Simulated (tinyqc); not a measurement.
Strain dependence: valley-orbit splitting of a donor ground state, with strain. Computed by tinyqc, a small Python program. Command: `OMP_NUM_THREADS=1 python tinyqc.py 3018151 3018152 out.jsonl valleyorbit walk`. One thread of a shared host (Intel(R) Xeon(R) Processor @ 2.30GHz), about 0.01 s of CPU time with the checks.

The basis is the 1s envelope in each valley; energies are counted from the unstrained conduction-band edge. The strain is e_s (a a^T - 1/3) for the unit stress axis a, so valley j along n_j moves by Xi_u e_s w_j with w_j = (n_j.a)^2 - 1/3: +1/3 for [111] and [-1-11], -1/3 for the others.

Inputs (values chosen for the exercise, modelled on donors in germanium): single-valley binding energy E_0 = 9.84 meV; central-cell shift Lambda = 0.57 meV; coupling Delta_1 = 1.1 meV; shear deformation potential Xi_u = 16.7 eV; shear strain e_s = 4.4e-05.

Valleys: four along <111>. Stress axis: [110].

Method:
- By symmetry: E(A1) = E_0 + Lambda + 3 Delta_1 (one state), E(T2) = E_0 + Lambda - Delta_1 (three), as binding energies.
- H_jj = -(E_0 + Lambda) + Xi_u e_s w_j; H_jk = -Delta_1 between any two valleys.
- The contact hyperfine ratio is A/A_0 = (sum_j c_j)^2/(number of valleys), c_j the valley amplitudes of the ground state; binding from the lowest valley edge.

E(A1) = 13.71 meV

Against strain:
```
e_s        Xi_u e_s (w_max - w_min) (meV)  binding (meV)  gap to next level (meV)    A/A_0
-3.50e-04                         -3.8967         12.500                   3.1904  0.87431
-1.30e-04                         -1.4473         13.102                   3.7923  0.97496
-4.40e-05                         -0.4899         13.479                   4.1687  0.99693
-1.30e-05                         -0.1447         13.639                   4.3288  0.99973
1.30e-05                           0.1447         13.639                   4.3288  0.99973
4.40e-05                           0.4899         13.479                   4.1687  0.99693
1.30e-04                           1.4473         13.102                   3.7923  0.97496
3.50e-04                           3.8967         12.500                   3.1904  0.87431
```

What follows from these numbers?

A/A_0 falls for either sign of strain, to 0.874 and 0.874 at the ends; its limits are the shares of the valleys that end up lowest, 2/4 under compression and 2/4 under tension. Near zero strain A/A_0 changes in second order, the binding in first. The binding energy drops from 13.71 meV to 12.50 and 12.50 meV, since fewer valleys share the valley-orbit gain.

Extremes, crossings and ranges named in words are read from the listed rows.
